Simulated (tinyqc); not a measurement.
The pair band in time: hydrogenic impurity: series, fields, screening, photoionisation and donor-acceptor pairs. Computed by tinyqc, a small Python program. Command: `OMP_NUM_THREADS=1 python tinyqc.py 3030640 3030641 out.jsonl hydrogenic walk`. One thread of a shared host (Intel(R) Xeon(R) Processor @ 2.30GHz), about 0.01 s of CPU time with the checks.

One isotropic, parabolic band. Effective units: Ry* and a*, in which H = -nabla^2 - 2/r.

Inputs (values chosen for the exercise, modelled on germanium):
```
quantity                   value   unit
electron mass m            0.216    m_0
dielectric constant eps     15.8      -
donor density N            4e+17  cm^-3
gap E_g                    0.759     eV
acceptor depth E_A          23.5    meV
rate prefactor W_0       1.3e+08    1/s
```

Parts treated: screening and pairs.

Constants: Ry = 13.605693123 eV; a_0 = 0.529177210903 angstrom; h x 1 THz = 4.135667696 meV; e^2/(4 pi eps_0) = 14.39964548 eV angstrom.

Method:
- Ry* = Ry m/eps^2, a* = a_0 eps/m; level n is bound by Ry*/n^2; <r> = (3/2) a* in 1s; lines 1s -> np at Ry* (1 - 1/n^2); 1 THz = 4.135667696 meV.
- Wigner-Seitz radius r_s = (3/(4 pi N))^(1/3); Mott criterion N_c^(1/3) a* = 0.26; overlap of two 1s orbitals at distance d: S = exp(-x)(1 + x + x^2/3), x = d/a*, with d = N^(-1/3).
- No-phonon line h nu(r) = E_g - Ry* - E_A + e^2/(4 pi eps_0 eps r); rate W(r) = W_0 exp(-2 r/a*), the donor being the shallower centre; lifetime 1/W; zero field.
- At delay t after a pulse the emission comes mostly from pairs with W(r) t = 1, so r = (a*/2) ln(W_0 t).

a* = 38.7083 angstrom

Ry* = 11.7723 meV

r_s = 84.1945 angstrom

Dominant pairs:
```
delay (s)  r (angstrom)  Coulomb term (meV)  photon energy (eV)
1.00e-05         138.77              6.5674             0.73030
1.00e-04         183.34              4.9710             0.72870
1.00e-03         227.90              3.9990             0.72773
1.00e-02         272.47              3.3449             0.72707
1.00e-01         317.03              2.8747             0.72660
1.00e+00         361.59              2.5204             0.72625
1.00e+01         406.16              2.2439             0.72597
```

What does the comparison show, and why?

Over six decades of delay the band moves down by 4.32 meV, since close pairs, which emit at higher energy, decay first; the shift per decade shrinks from 1.60 to 0.28 meV. At the donor density N = 4e+17 cm^-3 pairs as wide as in the last rows are rare, so those rows are formal. Caution: N lies above the Mott density, where the levels of isolated donors have no meaning.
